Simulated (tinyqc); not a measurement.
Lateral field, substrate current, probability of reaching the oxide barrier and hot-carrier lifetime of a silicon transistor (pseudo-two-dimensional and lucky-electron models): one step, computed by the program tinyqc.

Local-field models: a lucky carrier gains its energy at the peak field over a path free of collisions. Voltages are magnitudes.

Question. Peak lateral field. C_ox = 3.9 eps_0/t; F_sat = 2 v_s/mu; V_Dsat = V_ov F_sat L/(V_ov + F_sat L), V_ov = V_G - V_T; I_D/W = C_ox v_s (V_ov - V_Dsat). Scale length l = 0.22 t^(1/3) x_j^(1/2) (all in cm); F_m = sqrt(((V_D - V_Dsat)/l_e)^2 + F_sat^2), with l_e = l + L_n; length of the velocity-saturated region l_e ln((V_D - V_Dsat)/(l_e F_sat) + F_m/F_sat).

Inputs (values chosen for the exercise, modelled on a silicon n-channel):
```
quantity,value,unit
channel length L,210,nm
oxide thickness t,4.7,nm
junction depth x_j,34,nm
mobility mu,290,cm^2/(V s)
saturation velocity v_s,0.88,1e7 cm/s
threshold voltage V_T,0.51,V
gate voltage V_G,1.1,V
drain voltage V_D,2.9,V
ionisation prefactor A_i,1.9e+06,1/cm
ionisation field B_i,1.64,MV/cm
hot-carrier mean free path lambda,8,nm
oxide barrier phi_b,3.1,eV
interface-trap threshold phi_it,3.8,eV
lifetime constant H,200,s microampere/micrometre
length of the depleted extension L_n,26,nm
```

Drain: lightly doped extension.

Constants: eps_0 = 8.8541878128e-12 F/m.

Give: scale length l; peak field F_m; velocity-saturated length; energy gained over one free path, e lambda F_m.

Answer.

scale length l = 31.54 nm

peak field F_m = 438.1 kV/cm

velocity-saturated length = 153.3 nm

energy gained over one free path, e lambda F_m = 0.3505 eV

Caution: the empirical formula for l was fitted to oxides of about 15 nm or more; for thinner ones it is an extrapolation. Caution: the saturated region fills most of the channel, so the split into two regions is rough. Caution: e V_D is below phi_b or phi_it, so the available energy, not the field, limits hot carriers, and the lucky-electron formulas overstate them.
